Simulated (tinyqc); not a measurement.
All hoppings scaled: three-band tight binding of a dichalcogenide monolayer.

Values chosen for the exercise (near a published set for monolayer MoTe2; shifted at random, so the results belong to these values and not to a real crystal):
- e1 = 0.604 eV (level of dz2)
- e2 = 1.97 eV (level of dxy and dx2-y2)
- t0 = -0.171 eV (hopping)
- t1 = 0.23 eV (hopping)
- t2 = 0.399 eV (hopping)
- t11 = 0.204 eV (hopping)
- t12 = 0.237 eV (hopping)
- t22 = 0.256 eV (hopping)
- lam = 0.109 eV (spin-orbit constant)

The six hoppings are multiplied by f; e1, e2 and lam stay (real strain also moves e1 and e2, so this is no model of it). Closed forms: Ev(K) = e2 - (3/2)(t11 + t22) - 3 sqrt3 t12 + lam, Ec(K) = e1 - 3 t0, Ev(Gamma) = e1 + 6 t0.

Gaps (eV):
```
f     direct gap at K  Ev(K) - Ev(Gamma)  Ec(K) - top of valence band
0.85           0.5943             0.7138                       0.5943
0.90           0.7160             0.6691                       0.7160
0.94           0.8134             0.6332                       0.8134
0.97           0.8865             0.6064                       0.8865
1.00           0.9595             0.5795                       0.9595
1.06           1.1056             0.5258                       1.1056
1.10           1.2029             0.4900                       1.2029
```

Give the missing row, f = 1.03.

Computed row:
```
f     direct gap at K  Ev(K) - Ev(Gamma)  Ec(K) - top of valence band
1.03           1.0325             0.5526                       1.0325
```

The direct gap changes by +24.3 meV for each per cent of f. The top of the valence band stays at K over the range.

(tinyqc, `OMP_NUM_THREADS=1 python tinyqc.py 1481893 1481894 out.jsonl`, Intel(R) Xeon(R) Processor @ 2.30GHz, 1 thread, shared host, about 0.02 s.)
